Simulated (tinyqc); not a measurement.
One-sided p+-n junction, ionisation integral and breakdown: multiplication against voltage.

A p+ layer at x < 0 and an n drift layer from x = 0. Depletion approximation, built-in voltage neglected. Local ionisation coefficients alpha_n = an exp(-(bn/E)^mx), alpha_p = ap exp(-(bp/E)^mx). Electrons move towards +x, holes towards x = 0.

W = sqrt(2 eps0 eps_r V/(q N)), peak field E0 = q N W/(eps0 eps_r), falling linearly to 0 at W. G(x) = integral from 0 to x of (alpha_n - alpha_p); I_n = integral of alpha_n exp(-G) (electrons injected at x = 0), I_p = integral of alpha_p exp(G(end) - G) (holes injected at the far edge); M = 1/(1 - I). Integrals on a fine grid; BV is where I_n = 1. Here BV = 796.921 V; the Miller exponent is n = ln(1 - 1/M)/ln(V/BV).

Inputs (values chosen for the exercise); material values close to those of gallium nitride: relative permittivity eps_r = 9.47; prefactor of the electron ionisation coefficient an = 2.81e8 1/cm; field constant for electrons bn = 3.42e7 V/cm; prefactor of the hole ionisation coefficient ap = 1.26e8 1/cm; field constant for holes bp = 1.96e7 V/cm; exponent mx = 1; donor density of the drift layer N = 2.4e16 cm^-3.

Constants: q = 1.602176634e-19 C, eps0 = 8.8541878128e-14 F/cm where lengths are in cm. Results are converted to the units shown.

Results:

| V (V) | E0 (kV/cm) | I_n | I_p | M_n | M_p | Miller n, electrons | Miller n, holes |
|---|---|---|---|---|---|---|---|
| 319 | 1.71e3 | 1.01e-5 | 0.0365 | 1.00 | 1.04 | 12.6 | 3.61 |
| 478 | 2.09e3 | 6.75e-4 | 0.357 | 1.00 | 1.56 | 14.3 | 2.01 |
| 558 | 2.26e3 | 0.00338 | 0.641 | 1.00 | 2.78 | 16.0 | 1.25 |
| 638 | 2.42e3 | 0.0166 | 0.870 | 1.02 | 7.66 | 18.4 | 0.629 |
| 685 | 2.51e3 | 0.0462 | 0.945 | 1.05 | 18.3 | 20.3 | 0.372 |
| 733 | 2.59e3 | 0.151 | 0.983 | 1.18 | 60.5 | 22.6 | 0.199 |
| 765 | 2.65e3 | 0.368 | 0.995 | 1.58 | 193 | 24.4 | 0.127 |
| 785 | 2.68e3 | 0.680 | 0.999 | 3.12 | 691 | 25.6 | 0.0960 |

Estimate the missing row, V = 398 V.

Computed row:

| V (V) | E0 (kV/cm) | I_n | I_p | M_n | M_p | Miller n, electrons | Miller n, holes |
|---|---|---|---|---|---|---|---|
| 398 | 1.91e3 | 1.05e-4 | 0.141 | 1.00 | 1.16 | 13.2 | 2.82 |

With this row back in the table: M_n rises from 1.000 to 3.12 and M_p from 1.038 to 691; both diverge at BV. The Miller exponent for electrons rises from 12.6 to 25.6 and that for holes falls from 3.61 to 0.0960, so one exponent describes neither over the whole range. The larger multiplication belongs to holes, whose coefficient at the peak field of the last row is 103 times the other.

Computed by the program tinyqc: `OMP_NUM_THREADS=1 python tinyqc.py 2120024 2120025 out.jsonl`, one thread of a shared Intel Xeon 2.30GHz, about 0.06 s for the whole run.
